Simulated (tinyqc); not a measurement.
Inside a calculation. Method: empirical pseudopotential in a few plane waves. Computed by tinyqc, a small Python program that keeps every step. Settings: plane-wave index or count = 15. Command: `OMP_NUM_THREADS=1 python tinyqc.py 20853 20854 out.jsonl` (the two numbers bound the seeds that draw the settings). One thread of a shared host (Intel(R) Xeon(R) Processor @ 2.60GHz), about 0.2 s of CPU time with the checks.

## Bloch Hamiltonian at G

Parameters chosen for this model: fcc lattice, atoms at +/- a/8 (1,1,1); form factors in rydberg at |G|^2 in units of (2 pi/a)^2:
```
parameter                 value      unit
a                      5.640000  angstrom
VS(3)                 -0.217000        Ry
VS(8)                  0.040000        Ry
VS(11)                 0.059000        Ry
VA(3)                  0.125000        Ry
VA(4)                  0.033000        Ry
VA(11)                 0.027000        Ry
hbar^2/2m (2 pi/a)^2   4.728512        eV
```

k point G (2 pi / a): [0, 0, 0]

Basis: the 15 shortest G (labels in 2 pi/a), the same at every k. H(G,G') = c |k + G|^2 delta + VS(|G-G'|^2) cos((G-G').tau) + i VA sin((G-G').tau), tau = a/8 (1,1,1); 1 Ry = 13.605693 eV.

H(k) at G (eV):
```
                     +0+0+0               -1-1-1               -1-1+1               -1+1-1
+0+0+0             0.000000   2.087687+1.202585i  -2.087687+1.202585i  -2.087687+1.202585i
-1-1-1   2.087687-1.202585i            14.185535   0.000000-0.448988i   0.000000-0.448988i
-1-1+1  -2.087687-1.202585i   0.000000+0.448988i            14.185535             0.544228
-1+1-1  -2.087687-1.202585i   0.000000+0.448988i             0.544228            14.185535
-1+1+1  -2.087687+1.202585i            -0.544228   0.000000+0.448988i   0.000000+0.448988i
+1-1-1  -2.087687-1.202585i   0.000000+0.448988i             0.544228             0.544228
+1-1+1  -2.087687+1.202585i            -0.544228   0.000000+0.448988i             0.000000
+1+1-1  -2.087687+1.202585i            -0.544228             0.000000   0.000000+0.448988i
+1+1+1   2.087687+1.202585i             0.000000            -0.544228            -0.544228
-2+0+0   0.000000-0.448988i  -2.087687+1.202585i  -2.087687-1.202585i  -2.087687-1.202585i
+0-2+0   0.000000-0.448988i  -2.087687+1.202585i  -2.087687-1.202585i   0.567620-0.259758i
+0+0-2   0.000000-0.448988i  -2.087687+1.202585i   0.567620-0.259758i  -2.087687-1.202585i
+0+0+2   0.000000+0.448988i  -0.567620-0.259758i   2.087687+1.202585i  -0.567620+0.259758i
+0+2+0   0.000000+0.448988i  -0.567620-0.259758i  -0.567620+0.259758i   2.087687+1.202585i
+2+0+0   0.000000+0.448988i  -0.567620-0.259758i  -0.567620+0.259758i  -0.567620+0.259758i

                     -1+1+1               +1-1-1               +1-1+1               +1+1-1
+0+0+0  -2.087687-1.202585i  -2.087687+1.202585i  -2.087687-1.202585i  -2.087687-1.202585i
-1-1-1            -0.544228   0.000000-0.448988i            -0.544228            -0.544228
-1-1+1   0.000000-0.448988i             0.544228   0.000000-0.448988i             0.000000
-1+1-1   0.000000-0.448988i             0.544228             0.000000   0.000000-0.448988i
-1+1+1            14.185535             0.000000             0.544228             0.544228
+1-1-1             0.000000            14.185535   0.000000-0.448988i   0.000000-0.448988i
+1-1+1             0.544228   0.000000+0.448988i            14.185535             0.544228
+1+1-1             0.544228   0.000000+0.448988i             0.544228            14.185535
+1+1+1   0.000000+0.448988i            -0.544228   0.000000+0.448988i   0.000000+0.448988i
-2+0+0   2.087687-1.202585i   0.567620-0.259758i  -0.567620-0.259758i  -0.567620-0.259758i
+0-2+0  -0.567620-0.259758i  -2.087687-1.202585i   2.087687-1.202585i  -0.567620-0.259758i
+0+0-2  -0.567620-0.259758i  -2.087687-1.202585i  -0.567620-0.259758i   2.087687-1.202585i
+0+0+2  -2.087687+1.202585i  -0.567620+0.259758i  -2.087687+1.202585i   0.567620+0.259758i
+0+2+0  -2.087687+1.202585i  -0.567620+0.259758i   0.567620+0.259758i  -2.087687+1.202585i
+2+0+0   0.567620+0.259758i   2.087687+1.202585i  -2.087687+1.202585i  -2.087687+1.202585i

                     +1+1+1               -2+0+0               +0-2+0               +0+0-2
+0+0+0   2.087687-1.202585i   0.000000+0.448988i   0.000000+0.448988i   0.000000+0.448988i
-1-1-1             0.000000  -2.087687-1.202585i  -2.087687-1.202585i  -2.087687-1.202585i
-1-1+1            -0.544228  -2.087687+1.202585i  -2.087687+1.202585i   0.567620+0.259758i
-1+1-1            -0.544228  -2.087687+1.202585i   0.567620+0.259758i  -2.087687+1.202585i
-1+1+1   0.000000-0.448988i   2.087687+1.202585i  -0.567620+0.259758i  -0.567620+0.259758i
+1-1-1            -0.544228   0.567620+0.259758i  -2.087687+1.202585i  -2.087687+1.202585i
+1-1+1   0.000000-0.448988i  -0.567620+0.259758i   2.087687+1.202585i  -0.567620+0.259758i
+1+1-1   0.000000-0.448988i  -0.567620+0.259758i  -0.567620+0.259758i   2.087687+1.202585i
+1+1+1            14.185535  -0.567620-0.259758i  -0.567620-0.259758i  -0.567620-0.259758i
-2+0+0  -0.567620+0.259758i            18.914046             0.544228             0.544228
+0-2+0  -0.567620+0.259758i             0.544228            18.914046             0.544228
+0+0-2  -0.567620+0.259758i             0.544228             0.544228            18.914046
+0+0+2  -2.087687-1.202585i            -0.544228            -0.544228             0.000000
+0+2+0  -2.087687-1.202585i            -0.544228             0.000000            -0.544228
+2+0+0  -2.087687-1.202585i             0.000000            -0.544228            -0.544228

                     +0+0+2               +0+2+0               +2+0+0
+0+0+0   0.000000-0.448988i   0.000000-0.448988i   0.000000-0.448988i
-1-1-1  -0.567620+0.259758i  -0.567620+0.259758i  -0.567620+0.259758i
-1-1+1   2.087687-1.202585i  -0.567620-0.259758i  -0.567620-0.259758i
-1+1-1  -0.567620-0.259758i   2.087687-1.202585i  -0.567620-0.259758i
-1+1+1  -2.087687-1.202585i  -2.087687-1.202585i   0.567620-0.259758i
+1-1-1  -0.567620-0.259758i  -0.567620-0.259758i   2.087687-1.202585i
+1-1+1  -2.087687-1.202585i   0.567620-0.259758i  -2.087687-1.202585i
+1+1-1   0.567620-0.259758i  -2.087687-1.202585i  -2.087687-1.202585i
+1+1+1  -2.087687+1.202585i  -2.087687+1.202585i  -2.087687+1.202585i
-2+0+0            -0.544228            -0.544228             0.000000
+0-2+0            -0.544228             0.000000            -0.544228
+0+0-2             0.000000            -0.544228            -0.544228
+0+0+2            18.914046             0.544228             0.544228
+0+2+0             0.544228            18.914046             0.544228
+2+0+0             0.544228             0.544228            18.914046
```

## Levels at G

Diagonalise the Hermitian matrix.

eigenvalues (eV): [-3.269588, 9.831761, 9.831761, 9.831761, 12.476007, 13.941873, 13.941873, 13.941873, 17.425670, 17.825591, 17.825591, 22.423026, 22.423026, 22.423026, 26.095303]

## Bands along a path

The same steps at evenly spaced points between the labelled ones.

Bands along the path (eV), lowest eight:
```
k            band 1    band 2    band 3    band 4     band 5     band 6     band 7     band 8
L         -1.484219  4.029495  9.058617  9.058617  11.757586  14.659378  14.659378  18.911134
L-G 0.33  -2.243422  5.298605  9.122887  9.122887  11.962925  14.686009  14.686009  18.344303
L-G 0.67  -2.989194  7.756966  9.529982  9.529982  12.690829  14.487176  14.487176  15.234838
G         -3.269588  9.831761  9.831761  9.831761  12.476007  13.941873  13.941873  13.941873
G-X 0.33  -2.894540  7.856459  8.997374  8.997374  12.689144  14.405790  15.491841  15.491841
G-X 0.67  -1.881352  5.406550  8.028773  8.028773  11.520635  13.157600  18.536052  18.536052
X         -0.846679  3.997057  7.816012  7.816012  11.178524  12.514164  22.161833  22.161833
```

With 4 band(s) filled, the highest filled level on these points lies at G and the lowest empty one at X: a gap of 1.3468 eV, indirect. This holds for the small fixed basis; with all plane waves up to |k + G|^2 = 21 (2 pi/a)^2 the gap along the path is 1.61 eV.

## Convergence with the number of plane waves

Levels at G counted from the fourth one.

Levels (eV):
```
plane waves     level 1   level 5   level 8
9            -15.874663  0.897976  3.314871
15           -13.101349  2.644247  4.110112
27           -12.254793  2.613436  4.350860
51           -12.170664  2.557724  4.468928
59           -12.170846  2.581563  4.275504
65           -12.172845  2.582926  4.243738
89           -12.155830  2.580007  4.259025
```
